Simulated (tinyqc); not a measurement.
The flat edge band: zigzag graphene nanoribbon in tight binding.

A zigzag ribbon of N chains, sites A1, B1, A2, ..., BN across it. For each k it is a chain with bonds -2t cos(k/2) (A_n to B_n) and -t (B_n to A_(n+1)), and +D, -D on A and B. A1 and BN are the edge sites; the Dirac points project to k = 2 pi/3.

Values chosen for the exercise (out of a larger set: near those used for graphene; not measured data):

| symbol | value | unit | meaning |
|---|---|---|---|
| t | 2.67 | eV | hopping |
| D | 0 | eV | sublattice potential, +D on A and -D on B |
| Nw | 14 |  | chains, N of this table |

A ribbon of N = Nw chains: lowest positive level, next level, and weight on the two edge sites per state of the middle pair, along k.

Along k:

| k/pi | 2 cos(k/2) | lowest level (eV) | next (eV) | edge weight |
|---|---|---|---|---|
| 0.50 | 1.4142 | 1.24866 | 1.6214 | 0.036 |
| 0.60 | 1.1756 | 0.66322 | 1.1226 | 0.066 |
| 0.65 | 1.0450 | 0.37618 | 0.9152 | 0.111 |
| 0.70 | 0.9080 | 0.14276 | 0.8086 | 0.220 |
| 0.75 | 0.7654 | 0.02625 | 0.8906 | 0.416 |
| 0.80 | 0.6180 | 0.00196 | 1.1467 | 0.618 |
| 0.85 | 0.4669 | 0.00005 | 1.4882 | 0.782 |
| 0.90 | 0.3129 | 0.00000 | 1.8669 | 0.902 |
| 0.95 | 0.1569 | 0.00000 | 2.2638 | 0.975 |
| 1.00 | 0.0000 | 0.00000 | 2.6700 | 1.000 |

Beyond k = 2 pi/3 the lowest level sinks towards zero: it is within 1 meV of that from k/pi = 0.85 on. The edge weight grows from 0.22 at 0.70 to 1 at pi, where the chain breaks into dimers and the next level is sqrt(t^2 + D^2) = 2.6700 eV. So flat a band is sensitive to interactions, which this model leaves out; they matter once they exceed the splitting of the middle pair (2D, or for D = 0 only the small overlap of the two edges).

Program tinyqc; command `OMP_NUM_THREADS=1 python tinyqc.py 1482136 1482137 out.jsonl`; about 0.01 s on one thread of a shared Intel(R) Xeon(R) Processor @ 2.30GHz.
